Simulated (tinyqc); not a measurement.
Band-to-band tunnelling and avalanche in a reverse-biased abrupt junction. Inputs raised by 5 %, one at a time. Computed by tinyqc, a small Python program. Command: `OMP_NUM_THREADS=1 python tinyqc.py 3016730 3016731 out.jsonl zener sens`. One thread of a shared host (Intel(R) Xeon(R) Processor @ 2.30GHz), about 0.06 s of CPU time with the checks.

Direct Kane tunnelling in the local field (for indirect gaps the mass is an effective fit) and one ionisation coefficient for both carriers. N is the doping of the light side, or N_A N_D/(N_A + N_D) for the symmetric junction; the built-in voltage is taken as E_g/e.

Inputs (values chosen for the exercise, modelled on germanium):

| quantity | value | unit |
|---|---|---|
| band gap at 300 K, E_g | 0.648 | eV |
| gap narrowing with temperature, -dE_g/dT | 0.38 | meV/K |
| reduced tunnelling mass m_r | 0.035 | m_0 |
| permittivity eps | 16 | - |
| ionisation prefactor a | 1.1e+07 | 1/cm |
| ionisation field at 300 K, b | 1.37e+06 | V/cm |
| relative rise of b with temperature | 7.5 | 1e-4/K |
| effective doping N | 5e+16 | 1/cm^3 |
| reverse bias V_R | 1.3 | V |
| current density that defines tunnel breakdown, J_0 | 1 | A/cm^2 |
| temperature T | 400 | K |

Junction: one-sided.

Constants: eps_0 = 8.8541878128e-12 F/m; e = 1.602176634e-19 C; m_0 = 9.1093837015e-31 kg; hbar = 1.054571817e-34 J s.

Method:
- E_g(T) = E_g - (T - 300 K)(-dE_g/dT); b(T) = b [1 + (rise)(T - 300 K)]; w = sqrt(2 eps eps_0 (V_R + E_g/e)/(e N)); F_m = 2 (V_R + E_g/e)/w; the field falls linearly from F_m to 0 across w.
- Kane: G(F) = A F^2 exp(-B/F), A = e^2 sqrt(m_r)/(18 pi hbar^2 sqrt(E_g)), B = pi sqrt(m_r) E_g^(3/2)/(2 e hbar), SI units; J = e int G dx x V_R/(V_R + E_g/e), the last factor making J vanish at zero bias; int G dx = (w/F_m) int_0^F_m G dF by 64 Gauss-Legendre points.
- Avalanche: I = (w/F_m) int_0^F_m a exp(-b/F) dF by 64 Gauss-Legendre points, M = 1/(1 - I), breakdown at I = 1.
- V_Z solves J = J_0 and V_A solves I = 1; the lower one is the breakdown voltage; temperature coefficients by a central difference of +/- 10 K.

Runs:

| input moved | from | to | tunnel current density (A/cm^2) | tunnel breakdown V_Z (V) | avalanche breakdown V_A (V) | peak field F_m (MV/cm) |
|---|---|---|---|---|---|---|
| base run | - | - | 3.828e-10 | 8.181 | 8.494 | 0.1470 |
| band gap at 300 K, E_g (eV) | 0.648 | 0.6804 | 2.979e-11 | 9.408 | 8.461 | 0.1482 |
| reduced tunnelling mass m_r (m_0) | 0.035 | 0.03675 | 1.636e-10 | 8.528 | 8.494 | 0.1470 |
| permittivity eps | 16 | 16.8 | 1.558e-10 | 8.572 | 8.803 | 0.1434 |
| reverse bias V_R (V) | 1.3 | 1.365 | 7.356e-10 | 8.181 | 8.494 | 0.1495 |
| temperature T (K) | 400 | 420 | 6.938e-10 | 7.908 | 8.717 | 0.1467 |
| ionisation field at 300 K, b (V/cm) | 1370000 | 1438500 | 3.828e-10 | 8.181 | 9.274 | 0.1470 |
| ionisation prefactor a (1/cm) | 11000000 | 11550000 | 3.828e-10 | 8.181 | 8.355 | 0.1470 |

Exponents ln(y'/y) / ln(x'/x):

| input | tunnel current density | tunnel breakdown V_Z | avalanche breakdown V_A | peak field F_m |
|---|---|---|---|---|
| band gap at 300 K, E_g | -52.332 | 2.866 | -0.078 | 0.172 |
| reduced tunnelling mass m_r | -17.418 | 0.852 | 0.000 | 0.000 |
| permittivity eps | -18.418 | 0.958 | 0.734 | -0.500 |
| reverse bias V_R | 13.388 | 0.000 | 0.000 | 0.343 |
| temperature T | 12.190 | -0.695 | 0.530 | -0.041 |
| ionisation field at 300 K, b | 0.000 | 0.000 | 1.801 | 0.000 |
| ionisation prefactor a | 0.000 | 0.000 | -0.337 | 0.000 |

To which inputs is each result most sensitive?

Among the inputs moved here: tunnel current density answers most in size to band gap at 300 K, E_g (exponent -52.332), next to permittivity eps (-18.418); its exponent is below 0.0005 for ionisation field at 300 K, b, ionisation prefactor a. Tunnel breakdown V_Z answers most in size to band gap at 300 K, E_g (exponent +2.866), next to permittivity eps (+0.958); its exponent is below 0.0005 for reverse bias V_R, ionisation field at 300 K, b, ionisation prefactor a. Avalanche breakdown V_A answers most in size to ionisation field at 300 K, b (exponent +1.801), next to permittivity eps (+0.734); its exponent is below 0.0005 for reduced tunnelling mass m_r, reverse bias V_R. peak field F_m answers most in size to permittivity eps (exponent -0.500), next to reverse bias V_R (+0.343); its exponent is below 0.0005 for reduced tunnelling mass m_r, ionisation field at 300 K, b, ionisation prefactor a.

Extremes, crossings and ranges named in words are read from the listed rows.
